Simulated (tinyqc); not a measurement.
Worked calculation: stress in a transistor channel from embedded alloy regions, liners and fins, by half-space elasticity. Computed by tinyqc, a small Python program that keeps every step. Command: `OMP_NUM_THREADS=1 python tinyqc.py 3024481 3024482 out.jsonl stressor walk`. One thread of a shared host (Intel(R) Xeon(R) Processor @ 2.30GHz), about 0.01 s of CPU time with the checks. Intermediate numbers are printed to about 7 digits and carried at full precision; extremes and crossings named in words are read from the listed rows.

Plane strain in an isotropic half-space, the same constants everywhere; x along the channel from its centre, y downwards from the free surface; stress is positive in tension.

Inputs (values chosen for the exercise, modelled on silicon):
```
quantity                                   value      unit
alloy fraction x                           0.018         -
lattice change per unit x, beta           -0.464         -
Young's modulus E                            159       GPa
Poisson ratio nu                            0.24         -
channel length L                              24        nm
length of each stressor S                    160        nm
recess depth d                                45        nm
depth of the field point y                   1.9        nm
liner stress                                 2.4       GPa
liner thickness t                             45        nm
length of a cut fin or stripe                120        nm
height of the strained layer h                14        nm
longitudinal piezoresistance coefficient   -31.2  1e-11/Pa
vertical piezoresistance coefficient        55.2  1e-11/Pa
```

Stressor: Si(1-x)C(x) source and drain.

## Misfit and the pressure on the side walls

Misfit e = beta x. A fully constrained inclusion holds the stress -p with p = E e/(1 - 2 nu); a blanket film would hold -E e/(1 - nu) in the plane.

misfit e = -0.008352

p = -2.553785 GPa

stress of a blanket film = 1.747326 GPa

## Stress at the centre of the channel

A line element dA of misfit at (a, c) in the half-space gives, with C = E e/(2 pi (1 - nu)), X = x - a, r1^2 = X^2 + (y - c)^2, r2^2 = X^2 + Y^2, Y = y + c: s_xx = -C dA {[X^2 - (y - c)^2]/r1^4 + 3 [X^2 - Y^2]/r2^4 + 4 y Y (Y^2 - 3 X^2)/r2^6}, s_yy = C dA {[X^2 - (y - c)^2]/r1^4 - [X^2 - Y^2]/r2^4 + 4 y Y (Y^2 - 3 X^2)/r2^6}. These are integrated over two rectangles, L/2 < |a| < L/2 + S, 0 < c < d (closed form in a, 200 Gauss-Legendre points in c).

s_xx = 2022.384 MPa

s_yy = -2.030275 MPa

s_xx over the blanket-film stress = 1.157416

The channel is stretched along its length; s_yy is 0.0010 of s_xx in size and vanishes at the surface.

## Closed form at the surface

At x = y = 0 the integral is s_xx = -(4/pi) [E e/(1 - nu)] [arctan(2 d/L) - arctan(d/(L/2 + S))].

s_xx at the surface = 2345.573 MPa

For fixed L and S it is largest at d = sqrt((L/2)(L/2 + S)) = 45.4 nm; d is short of that.

## A stressed liner, as two edge forces

The liner over source and drain ends at the gate, x = -/+ L/2, and pulls there with the force per width F = (liner stress) t along the surface. A tangential line force gives s_xx = (2 F/pi) X^3/(X^2 + y^2)^2 at the distance X; two of them add at the centre, X = L/2. For L > 3.5 y the concentrated force is an upper bound.

edge force F = 108 N/m

s_xx from the liner = 10905.51 MPa

Caution: the real force is spread over several liner thicknesses, so for a channel this short the concentrated force clearly overstates the stress.

## Mobility change, linear estimate

d mu/mu = -(pi_L s_xx + pi_z s_yy) for the embedded regions alone; the stress across the width is left out.

mobility change = 63.21046 %

The vertical stress supplies 0.11 of these points. Caution: beyond a few hundred MPa bulk piezoresistance coefficients no longer describe an inversion layer well.

## Relaxation at the ends of a cut stripe

Shear-lag estimate for a stripe of length l and height h on a like substrate: the stress along it is s(x)/s_film = 1 - cosh(x/lam)/cosh(l/(2 lam)), lam = (pi/2) g h with g = 1.258; mean = 1 - (2 lam/l) tanh(l/(2 lam)).

transfer length lam = 27.66486 nm

share kept at the centre = 0.7743232

share kept on average = 0.5508138

The ends reach the centre.

## Along the channel and with depth

The formulas are those given above.

Stress (MPa):
```
2x/L  s_xx at y  s_yy at y  s_xx at d/2  s_xx at 1.5 d
0.0    2022.384    -2.0303     793.5942      -235.9960
0.2    2010.405    -2.7642     800.2201      -237.5946
0.4    1968.282    -6.0327     819.6182      -242.2817
0.6    1870.361   -18.9295     850.3015      -249.7358
0.8    1647.332  -101.3733     889.7153      -259.4442
```

Near the surface s_xx changes by -19 % from the centre to 2x/L = 0.8. At the centre, s_xx at half the recess depth is 0.39 of its value at y, and below the recess -0.12. An element acts with the sign of X^2 - (y - c)^2, so its direct term reverses where the offset in depth exceeds the lateral distance, and the image terms that amplify the stress near the surface fade with depth.

## Shrinking the pitch

L and S are scaled together at fixed d, then S alone, then L alone.

S_xx at the centre (MPa):
```
scale  L and S scaled   S alone   L alone
0.35         1003.684  1309.394  1812.132
0.50         1488.528  1587.372  1962.724
0.70         1821.761  1819.753  2033.766
1.00         2022.384  2022.384  2022.384
1.40         2068.434  2171.484  1925.895
2.00         1976.567  2290.512  1733.504
3.00         1726.358  2387.143  1418.901
```

Halving S alone keeps 0.78 of the stress, halving L alone gives 0.97, and halving both 0.74: a shorter channel brings the walls closer but puts y deeper relative to L, where the surface amplifies less, a shorter stressor brings its far wall, which pulls the other way, closer too. Neighbouring devices are left out.

Checks made by the program: surface stress against its closed form; zero normal stress at the surface (relative difference below 1e-10).
